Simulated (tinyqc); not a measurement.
Elastic trap-assisted tunnelling through a dielectric: one step of the calculation.

Emitter at x = 0 (Fermi level 0), collector at x = t (Fermi level -V), band edge U(x) = phi - F x, F = V/t. A trap at x has the energy E = U(x) - Et. With G(u) = (4/(3 F)) sqrt(mo/C) max(u, 0)^1.5, C = hbar^2/(2 m0): S1 = G(phi - E) - G(Et), S2 = G(Et) - G(phi - V - E), T1,2 = exp(-S1,2). The steady rate through one trap is nu T1 T2 (f1 - f2)/(T1 + T2), f1 = f(E), f2 = f(E + V), f(y) = 1/(1 + exp(y/Vt)); both contacts offer states at E.

Question. Rate through a trap near the best position. n equally spaced x from xa to xb, where nearly all of the current flows; J = q Nt times the integral of the rate, by Simpson's rule.

Parameters, values chosen for the exercise; dielectric values close to those of silicon dioxide: temperature T = 300 K; barrier above the emitter Fermi level phi = 3.08 eV; tunnelling mass mo = 0.49 m0; thickness t = 3.9 nm; trap depth below the band edge of the dielectric Et = 2.71 eV; trap density Nt = 1.6e18 cm^-3; attempt frequency nu = 1e14 1/s; points of the grid n = 9; voltage V = 1.91 V; left end of the grid xa = 1.25 nm; right end of the grid xb = 2.26 nm.

Constants: q = 1.602176634e-19 C, kB = 1.380649e-23 J/K, hbar = 1.054571817e-34 J s, m0 = 9.1093837015e-31 kg, Vt = kB T/q, hbar^2/(2 m0) = 0.0380998212 eV nm^2. Results are converted to the units shown.

Wanted: x; E; S1; S2; f1 - f2; rate; J.

Answer.

```
point  x (nm)    E (eV)      S1      S2  f1 - f2  rate (1/s)
0      1.2500  -0.24218  15.564  27.172  0.99991      158.17
1      1.3762  -0.30401  17.222  26.085  0.99999      469.36
2      1.5025  -0.36584  18.895  24.974   1.0000      1422.3
3      1.6287  -0.42767  20.584  23.840   1.0000      4264.1
4      1.7550  -0.48950  22.287  22.685   1.0000      8412.5
5      1.8813  -0.55133  24.005  21.508   1.0000      3470.2
6      2.0075  -0.61316  25.738  20.309   1.0000      661.01
7      2.1338  -0.67499  27.486  19.089   1.0000      115.64
8      2.2600  -0.73682  29.247  17.849   1.0000      19.861
```

J = 5.8737e-5 A/cm^2

Range of the model: Phonon-assisted (inelastic) capture, chains of traps and a spread of trap depths are left out.

Program tinyqc, `OMP_NUM_THREADS=1 python tinyqc.py 2370076 2370077 out.jsonl`; Intel Xeon 2.30GHz, shared host, one thread, about 0.04 s.
